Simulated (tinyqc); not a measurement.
Rectangular fin or nanosheet with a gate all round, subbands and threshold shift from confinement: one step of the calculation.

Undoped body with a flat potential across it, hard walls, transport along x. Three valley pairs (g = 2 each) with the longitudinal mass along x, y or z. Non-parabolicity enters the subband edges through E (1 + al E) = gamma, so E = 2 gamma/(1 + sqrt(1 + 4 al gamma)); motion within a subband is taken as parabolic with the band-edge mass. Energies are counted from the bulk band edge.

Task. Lowest subbands. gamma = C pi^2 [a^2/(my (t + dl)^2) + b^2/(mz (H + dl)^2)], C = hbar^2/(2 m0). List the 7 lowest, labelled by valley axis and quantum numbers, with degeneracy g and N_k: N_k = g sqrt(2 mx m0 kB T/(pi hbar^2)).

Parameters, values chosen for the exercise; masses close to those of silicon:
- T = 400 K (temperature)
- ml = 0.899 m0 (longitudinal mass)
- mt = 0.193 m0 (transverse mass)
- al = 0 1/eV (non-parabolicity)
- t = 3.8 nm (width (along y))
- dl = 0.2 nm (widening of the box by penetration into the insulator)
- H = 7.6 nm (height (along z))

Constants: q = 1.602176634e-19 C, kB = 1.380649e-23 J/K, hbar = 1.054571817e-34 J s, m0 = 9.1093837015e-31 kg, hbar^2/(2 m0) = 0.0380998212 eV nm^2. Results are converted to the units shown.

Give: E_k; g; N_k.

Result.

```
subband  E_k (eV)  g  N_k (cm^-1)
y1,1      0.05817  2      4.715e6
z1,1       0.1286  2      4.715e6
y2,1       0.1366  2      4.715e6
z1,2       0.1493  2      4.715e6
x1,1       0.1538  2      1.018e7
y1,2       0.1542  2      4.715e6
z1,3       0.1836  2      4.715e6
```

Computed by the program tinyqc: `OMP_NUM_THREADS=1 python tinyqc.py 2350041 2350042 out.jsonl`, one thread of a shared Intel Xeon 2.30GHz, about 0.2 s for the whole run.
